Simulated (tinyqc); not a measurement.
Inside a calculation. Model: avalanche multiplication and breakdown of a junction from ionisation integrals. Computed by tinyqc, a small Python program that keeps every step. Command: `OMP_NUM_THREADS=1 python tinyqc.py 3029753 3029754 out.jsonl impact walk`. One thread of a shared host (Intel(R) Xeon(R) Processor @ 2.30GHz), about 0.01 s of CPU time with the checks. Intermediate numbers are printed to about 6 digits and carried at full precision; extremes and crossings named in words are read from the listed rows.

Ionisation coefficients follow the local field. Position x runs through the depletion layer from the p side (x = 0), where electrons enter, to the n side (x = w), where holes enter. The built-in voltage is neglected.

Inputs (values chosen for the exercise, modelled on germanium):
```
quantity,value,unit
electron prefactor a_n,1.51e+07,1/cm
electron field b_n,1.53e+06,V/cm
hole prefactor a_p,1.07e+07,1/cm
hole field b_p,1.32e+06,V/cm
exponent c,1,-
permittivity eps,16,-
drift-layer mobility mu,3700,cm^2/(V s)
doping N of the lightly doped side,3.5e+15,1/cm^3
layer width W,4.6,micrometre
bias as a fraction of the breakdown voltage,0.85,-
```

Junction: punch-through p+ n- n+.

Constants: e = 1.602176634e-19 C; eps_0 = 8.8541878128e-12 F/m.

## Breakdown

alpha_n = a_n exp(-(b_n/F)^c), alpha_p = a_p exp(-(b_p/F)^c). Field F = F_m - e N x/(eps eps_0) over the layer, w = W, V = F_m W - e N W^2/(2 eps eps_0); valid while F > 0 at x = W. With Phi(x) = int_0^x (alpha_n - alpha_p) dx': 1 - 1/M_n = I_n = int_0^w alpha_n exp(-Phi) dx and M_p = M_n exp(-Phi(w)); trapezoid rule on 401 even points; breakdown at I_n = 1. Solve I_n(F_m) = 1.

critical field F_m = 0.213127 MV/cm

width at breakdown = 4.6 micrometre

breakdown voltage = 56.1597 V

## Coefficients at the critical field

The formulas are those given above.

alpha_n = 11514.9 1/cm

alpha_p = 21857.0 1/cm

ratio k = alpha_p/alpha_n = 1.89814

shorter ionisation length = 0.457520 micrometre

Holes ionise more readily at the peak field.

## Field and integrand below breakdown

Bias V = fraction times the breakdown voltage.

peak field = 0.194814 MV/cm

Every 50th point:
```
x (micrometre),F (MV/cm),alpha_n (1/cm),alpha_p (1/cm),Phi,I_n up to x
0.000,0.194814,5.86395e+03,1.22108e+04,0.000000,0.000000
0.575,0.172054,2.07488e+03,4.98282e+03,-0.258052,0.243031
1.150,0.149294,5.34837e+02,1.54709e+03,-0.364193,0.334804
1.725,0.126534,8.46526e+01,3.15369e+02,-0.395897,0.356325
2.300,0.103773,5.96872e+00,3.19996e+01,-0.401682,0.359073
2.875,0.081013,9.48327e-02,8.97702e-01,-0.402154,0.359212
3.450,0.058253,5.91970e-05,1.54287e-03,-0.402163,0.359213
4.025,0.035492,2.86772e-12,7.54316e-10,-0.402163,0.359213
4.600,0.012732,9.79117e-46,1.01000e-38,-0.402163,0.359213
```

## Multiplication and noise

M_n = 1/(1 - I_n), M_p = M_n exp(-Phi(w)); McIntyre excess noise for the carrier with the larger M, F_x = k M + (1 - k)(2 - 1/M), with k = (smaller M - 1)/(larger M - 1).

M_n = 1.56058

M_p = 2.33316

effective k = 0.420492

excess noise factor = 1.89171

Injecting holes gives the larger gain and, at equal gain, the lower noise.

## On-resistance of the drift layer

R_on = w/(e mu N) with w the width at breakdown; figure of merit V_B^2/R_on; for a triangular field it equals eps eps_0 mu F_m^3/4.

specific on-resistance = 0.221706 milliohm cm^2

V_B^2/R_on = 14.2256 MW/cm^2

eps eps_0 mu F_m^3/4 = 12.6861 MW/cm^2

The punch-through design reaches 1.12 times the triangular value at the same peak field; at fixed F_m the best ratio is 32/27 = 1.185.

## Gain against bias and Miller's formula

Miller's exponent n is defined by 1 - 1/M = (V/V_B)^n for the larger M.

Gain:
```
V/V_B,V (V),F_m (MV/cm),M_n,M_p,Miller exponent n
0.80,44.9277,0.188710,1.3370,1.8281,3.54894
0.90,50.5437,0.200919,2.0312,3.3799,3.32945
0.95,53.3517,0.207023,3.4906,6.5927,3.20708
0.98,55.0365,0.210686,7.9263,16.3181,3.13026
0.99,55.5981,0.211907,15.3384,32.5563,3.10414
```

The larger gain passes 2 between 0.800 and 0.900 of V_B and reaches 32.6 at 0.99. Miller's exponent runs from 3.1 to 3.5, so it is nearly a constant here. From the first row to the last the voltage grows by a factor 1.24 and the peak field by 1.12.

Checks made by the program: the hole form of the condition, int alpha_p exp(Phi(w) - Phi) dx = 1 (relative difference 9e-06).
